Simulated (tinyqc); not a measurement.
# Microkinetic model of low-temperature epitaxy from hydride gases: adsorption, hydrogen desorption and rate control, step by step

A worked calculation. Computed by tinyqc, a small Python program that keeps every step. Command: `OMP_NUM_THREADS=1 python tinyqc.py 3004584 3004585 out.jsonl hepi walk`. One thread of a shared host (Intel(R) Xeon(R) Processor @ 2.30GHz), about 0.01 s of CPU time with the checks. Intermediate numbers are printed to about 6 digits and carried at full precision; extremes and crossings named in words are read from the listed rows.

Each hydride molecule needs two free sites and leaves four hydrogen atoms, of which two leave at once as H2; theta is the hydrogen coverage, the site density is 6.78 per nm^2 and one layer is 1.358 angstrom thick.

Inputs (values chosen for the exercise, close to those used for silane and germane, with second-order desorption as on Si(111) but the site density of Si(001)): silane pressure p_S = 0.33 Pa; sticking prefactor of silane s0 = 0.073; adsorption barrier E_s = 0.28 eV; desorption prefactor nu_d = 4.3e+11 1/s; desorption energy on silicon E_d = 2.07 eV; hydrogen carrier pressure p_H = 16 Pa; sticking of hydrogen s_H = 3.4e-08; temperature T = 750 C; germane pressure p_G = 0.042 Pa; sticking ratio of germane to silane r_G = 5.7; lowering of E_d per unit germanium fraction, dE = 0.41 eV.

Film: silicon-germanium. Order of hydrogen desorption: second.

Constants: k_B = 8.617333262e-05 eV/K; u = 1.6605390666e-27 kg; k_B = 1.380649e-23 J/K.

## Rate constants

Flux per site F = p/(sqrt(2 pi M k_B T) x 6.78e18 per m^2), M = 32.12 u (silane), 76.63 u (germane), 2.016 u (hydrogen); s = s0 exp(-E_s/(k_B T)); k_S = s F_S, k_G = r_G s F_G; germanium fraction x = k_G/(k_S + k_G); k = k_S + k_G; k_H = s_H F_H; k_d = nu_d exp(-(E_d - dE x)/(k_B T)). Temperatures in kelvin are T(C) + 273.15.

k = 3.16961 1/s

germanium fraction x = 0.319578

k_H = 0.00465477 1/s

k_d = 120.942 1/s

## Coverage and growth rate

With k the hydride and k_H the hydrogen adsorption rate on free pairs and k_d the desorption rate, steady state: 2 (k + k_H)(1 - theta)^2 = k_d theta^2; growth rate R = k (1 - theta)^2 layers/s; 1 layer/s = 8.148 nm/min. With c = 2 (k + k_H)/k_d the free share is 1 - theta = 1/(1 + sqrt(c)).

c = 0.0524923

hydrogen coverage theta = 0.186404

growth rate R in layers = 2.09809 layers/s

growth rate G = 17.0952 nm/min

The surface is mostly bare: the arrival of hydride limits growth.

## Degrees of rate control

X_i = d ln R/d ln k_i at fixed other constants. With f = 1 - theta and a = 2/f + 2/theta: d ln f/d ln k_d = 1/(a f), so X_d = 2/(a f), X_k = 1 - X_d k/(k + k_H), X_H = -X_d k_H/(k + k_H); they sum to 1.

X_d (desorption) = 0.186404

X_k (hydride adsorption) = 0.813869

X_H (hydrogen adsorption) = -2.73345e-04

Caution: layer thickness and site density of silicon are kept, and strain and surface segregation of germanium are ignored, which matters at this fraction.

## Two regimes over temperature

Limits: desorption-limited R = k_d k/(2 (k + k_H)), adsorption-limited R = k.

Growth:
```
T (C)     theta   G (nm/min)  desorption limit (nm/min)  adsorption limit (nm/min)
400    0.971414  4.99081e-03                5.28886e-03                     6.1074
450    0.925403  4.57807e-02                5.34590e-02                     8.2271
500    0.837523  2.80873e-01                4.00421e-01                    10.6396
550    0.704233  1.16435e+00                2.34774e+00                    13.3101
600    0.545582  3.34546e+00                1.12392e+01                    16.2011
650    0.394506  7.06656e+00                4.54048e+01                    19.2747
700    0.273386  1.18763e+01                1.58902e+02                    22.4944
750    0.186404  1.70952e+01                4.91996e+02                    25.8260
800    0.127426  2.22618e+01                1.37102e+03                    29.2386
850    0.088291  2.71843e+01                3.48726e+03                    32.7044
```

The apparent activation energy of G is 1.86 eV between the first rows and 0.41 eV between the last; full hydrogen cover gives a value near the desorption energy (plus E_s where k_H far exceeds k), a bare surface one near E_s less k_B T/2 from the flux. The coverage passes one half between 600 and 650 C, the knee of the Arrhenius plot.

Checks made by the program: steady coverage against time integration of d theta/dt (relative difference below 1e-10); degree of control against a finite difference (relative difference 2e-10).
